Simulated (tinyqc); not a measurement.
Carrier lifetime of an n-type layer with SRH, radiative, Auger and surface recombination: effect of the temperature at dn = 3e15 cm^-3.

Uniform excess density dn = dp (no trapping), n = n0 + dn, p = p0 + dn, Boltzmann statistics, full ionisation. Surfaces enter as a rate 2 S dn/d, which holds while diffusion to them is fast.

Nc and Nv are given at 300 K and scale as (T/300 K)^1.5; all else is held fixed. ni = sqrt(Nc Nv) exp(-Eg/(2 Vt)), Eg in volts; majority density N/2 + sqrt(N^2/4 + ni^2), n0 p0 = ni^2; n1 = Nc exp(-Et/Vt), p1 = Nv exp((Et - Eg)/Vt); tn0 = 1/(sn vth Nt), tp0 = 1/(sp vth Nt). With e = n p - ni^2 = dn (n0 + p0 + dn): U_SRH = e/(tp0 (n + n1) + tn0 (p + p1)), U_rad = B e, U_Aug = (Cn n + Cp p) e, U_s = 2 S dn/d. Each tau is dn over its rate; tau = dn/U with U the sum. Here dn = 3e15 cm^-3.

Values chosen for this exercise; band and dielectric values close to those of gallium arsenide: band gap Eg = 1.43 eV; conduction-band density of states at the reference temperature Nc = 4.48e17 cm^-3; valence-band density of states at the reference temperature Nv = 8.96e18 cm^-3; radiative coefficient B = 6.92e-10 cm^3/s; donor density N = 1.1e16 cm^-3; Auger coefficient (two electrons) Cn = 1.6e-30 cm^6/s; Auger coefficient (two holes) Cp = 4.7e-31 cm^6/s; trap density Nt = 5.2e11 cm^-3; capture cross-section for electrons sn = 1e-15 cm^2; capture cross-section for holes sp = 9e-17 cm^2; thermal velocity (both carriers) vth = 1.6e7 cm/s; trap level below the conduction band Et = 0.3 eV; surface recombination velocity (both faces) S = 4000 cm/s; sample thickness d = 10 um.

Constants: q = 1.602176634e-19 C, kB = 1.380649e-23 J/K, Vt = kB T/q. Results are converted to the units shown.

The same in every row: tau_rad (s) = 1.032e-7; tau_Aug (s) = 0.003000; tau_s (s) = 1.250e-7.

Results:

| T (K) | tau_SRH (s) | tau (s) | radiative share (%) | largest path |
|---|---|---|---|---|
| 200 | 0.001361 | 5.653e-8 | 54.77 | radiative |
| 240 | 0.001361 | 5.653e-8 | 54.77 | radiative |
| 280 | 0.001361 | 5.653e-8 | 54.77 | radiative |
| 320 | 0.001362 | 5.653e-8 | 54.77 | radiative |
| 360 | 0.001365 | 5.653e-8 | 54.77 | radiative |
| 440 | 0.001389 | 5.653e-8 | 54.77 | radiative |
| 480 | 0.001422 | 5.653e-8 | 54.77 | radiative |

Estimate the missing row, T = 400 K.

Computed row:

| T (K) | tau_SRH (s) | tau (s) | radiative share (%) | largest path |
|---|---|---|---|---|
| 400 | 0.001372 | 5.653e-8 | 54.77 | radiative |

With this row back in the table: Radiative recombination leads at T = 200 and in all other rows. tau_SRH rises from 0.00136 to 0.00142 s and the total lifetime stays near 5.65e-8 s.

Range of the model: S d exceeds 2.5 cm^2/s, comparable with a diffusion coefficient, so 2 S/d overstates the surface loss.

Computed by the program tinyqc: `OMP_NUM_THREADS=1 python tinyqc.py 2300022 2300023 out.jsonl`, one thread of a shared Intel Xeon 2.30GHz, about 0.01 s for the whole run.
